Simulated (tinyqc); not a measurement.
Layer against dose: implant damage, amorphisation by cascade overlap, and solid-phase epitaxial regrowth. Computed by tinyqc, a small Python program. Command: `OMP_NUM_THREADS=1 python tinyqc.py 3111084 3111085 out.jsonl sper walk`. One thread of a shared host (Intel(R) Xeon(R) Processor @ 2.30GHz), about 0.01 s of CPU time with the checks.

Range and width of the damage are inputs. Dynamic annealing enters only through the surviving share f.

Inputs (values chosen for the exercise, modelled on phosphorus ions in silicon):
```
quantity,value,unit
atomic density N,49.9,1/nm^3
ion Z1,15,-
ion mass M1,31,u
target Z2,14,-
target mass M2,28.09,u
ion energy E,45,keV
displacement energy E_d,13,eV
depth of the damage peak R_d,41,nm
width of the damage profile s_d,24,nm
share of defects that survive f,0.33,-
critical displaced share x_c,0.11,-
dose Q,3.8e+15,1/cm^2
```

Constants: a_0 = 0.529177210903 angstrom; e^2/(4 pi eps_0) = 14.39964548 eV angstrom.

Method. Robinson partition: eps = E a M2/(Z1 Z2 (e^2/(4 pi eps_0)) (M1 + M2)), a = 0.8853 a_0/sqrt(Z1^(2/3) + Z2^(2/3)); k = 0.0793 Z1^(2/3) Z2^(1/2) (M1 + M2)^(3/2)/((Z1^(2/3) + Z2^(2/3))^(3/4) M1^(3/2) M2^(1/2)); damage energy T_d = E/(1 + k (eps + 0.40244 eps^(3/4) + 3.4008 eps^(1/6))); displacements nu = 0.8 T_d/(2 E_d). Displaced share x(z) = f nu Q exp(-(z - R_d)^2/(2 s_d^2))/(sqrt(2 pi) s_d N); the layer is amorphous where x > x_c, between R_d -/+ s_d sqrt(2 ln(x_max/x_c)), the upper edge being cut at the surface. Threshold dose Q_c = Q x_c/x_max.

threshold dose Q_c = 1.20105e+14 1/cm^2

displacements per ion nu = 833.141

Dose series; the last column is f nu Q erfc((z2 - R_d)/(sqrt2 s_d))/2:
```
Q (1/cm^2),x_max,upper edge (nm),lower edge (nm),displaced atoms beyond z2 (1/cm^2)
1.32e+14,0.1209,30.570,51.43,1.2046e+16
1.80e+14,0.1649,19.411,62.59,9.1149e+15
3.00e+14,0.2748,8.526,73.47,7.2596e+15
4.80e+14,0.4396,1.050,80.95,6.3343e+15
8.41e+14,0.7702,0.000,88.35,5.6076e+15
1.44e+15,1.3188,0.000,94.49,5.1111e+15
3.00e+15,2.7476,0.000,101.89,4.6119e+15
6.01e+15,5.5043,0.000,108.14,4.2557e+15
```

What does the comparison show, and why?

A dose 46 times larger moves the lower edge from 51.4 to 108 nm, as the root of a logarithm, and the damage beyond it falls by a factor 2.8, since the edge lies on an ever steeper tail. The layer reaches the surface at Q_c exp(R_d^2/(2 s_d^2)) = 5.17e14 per cm^2.

Extremes, crossings and ranges named in words are read from the listed rows.
